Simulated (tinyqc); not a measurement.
Stress and current directions compared.

A cubic crystal with four conduction valleys along the <111> axes; non-degenerate electrons, one relaxation time, masses unchanged. Stress s_ij = X a_i a_j with a the unit vector along the stress; strain e_ii = s11 s_ii + s12 (s_jj + s_kk), e_ij = s44 s_ij/2. Valley shift dE = Xu (n.e.n - trace(e)/3) with n the valley axis; share f proportional to exp(-dE/Vt). Inverse mass along the current d: (n.d)^2/ml + (1 - (n.d)^2)/mt; mu/mu0 = sum f (1/m) over the plain mean of 1/m. Rows: direction of the stress, of size |X|; columns: direction of the current and sign.

Inputs (values chosen for the exercise); values close to those of germanium: temperature T = 325 K; compliance s11 = 9.55 1/TPa; compliance s12 = -2.78 1/TPa; compliance s44 = 15.3 1/TPa; shear deformation potential Xu = 16.1 eV; longitudinal mass ml = 1.6 m0; transverse mass mt = 0.0808 m0; uniaxial stress (tension positive) X = 1000 MPa.

Constants: q = 1.602176634e-19 C, kB = 1.380649e-23 J/K, Vt = kB T/q. Results are converted to the units shown.

mu/mu0:
```
       I [100], tension  I [100], compression  I [110], tension  I [110], compression
[100]             1.000                 1.000             1.000                 1.000
[110]             1.000                 1.000             1.416                0.5838
[001]             1.000                 1.000             1.000                 1.000
[111]             1.000                 1.000             1.150                0.5720
```

What does the comparison show?

The largest gain, 1.42, is for stress along [110], tension, current along [110]; the largest loss, 0.572, for [111], compression, current along [110]. Entries equal to one are cases in which the valleys are not split or have equal mass along the current.

Numbers from tinyqc (`OMP_NUM_THREADS=1 python tinyqc.py 2530025 2530026 out.jsonl`; about 0.01 s on one thread of a shared Intel Xeon 2.30GHz).
